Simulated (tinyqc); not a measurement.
From image to dissolution rate: chemically amplified photoresist: aerial image, acid generation, bake, development and line width. Computed by tinyqc, a small Python program. Command: `OMP_NUM_THREADS=1 python tinyqc.py 3026226 3026227 out.jsonl resist walk`. One thread of a shared host (Intel(R) Xeon(R) Processor @ 2.30GHz), about 0.02 s of CPU time with the checks.

Lines and spaces of pitch p with a two-beam-like image; x = 0 is the middle of the bright space. The resist is positive and treated as uniform in depth.

Inputs (values chosen for the exercise, for a model resist at 193 nm):
```
quantity                                         value     unit
pitch p                                            150       nm
image contrast c                                  0.53        -
mean dose E                                       10.3  mJ/cm^2
Dill parameter C                                 0.032  cm^2/mJ
quencher load q, relative to the acid generator   0.12        -
acid diffusivity D                                 1.6   nm^2/s
bake time t                                         60        s
amplification rate k_amp                         0.037      1/s
threshold protection m_th                         0.47        -
development selectivity n                            8        -
largest rate r_max                                 280     nm/s
smallest rate r_min                              0.071     nm/s
```

Method:
- Dose E(x) = E [1 + c cos(2 pi x/p)]; acid h = 1 - exp(-C E(x)).
- Bake: the acid image is blurred by a Gaussian of variance sigma^2 = 2 D t (each Fourier term k of h, taken on 64 points, is multiplied by exp(-4 pi^2 k^2 D t/p^2)).
- The quencher then removes q, h_eff = max(h_blurred - q, 0); protection m = exp(-k_amp t h_eff).
- Mack rate r = r_max (a + 1)(1 - m)^n/(a + (1 - m)^n) + r_min, a = ((n + 1)/(n - 1))(1 - m_th)^n.

Across half a pitch:
```
x/p   x (nm)  dose (mJ/cm^2)  blurred acid  protection m  rate (nm/s)
0.00     0.0          15.759       0.37909       0.56261   4.0534e+01
0.05     7.5          15.492       0.37439       0.56850   3.6915e+01
0.10    15.0          14.716       0.36063       0.58614   2.7470e+01
0.15    22.5          13.509       0.33876       0.61529   1.6030e+01
0.20    30.0          11.987       0.31046       0.65519   6.9445e+00
0.25    37.5          10.300       0.27810       0.70400   2.1334e+00
0.30    45.0           8.613       0.24466       0.75825   4.8171e-01
0.35    52.5           7.091       0.21355       0.81246   1.2494e-01
0.40    60.0           5.884       0.18822       0.85946   7.6366e-02
0.45    67.5           5.108       0.17165       0.89166   7.1669e-02
0.50    75.0           4.841       0.16588       0.90315   7.1273e-02
```

What follows from these numbers?

The dose varies by a factor 3.26 across the pattern and the rate by 569.

Extremes, crossings and ranges named in words are read from the listed rows.
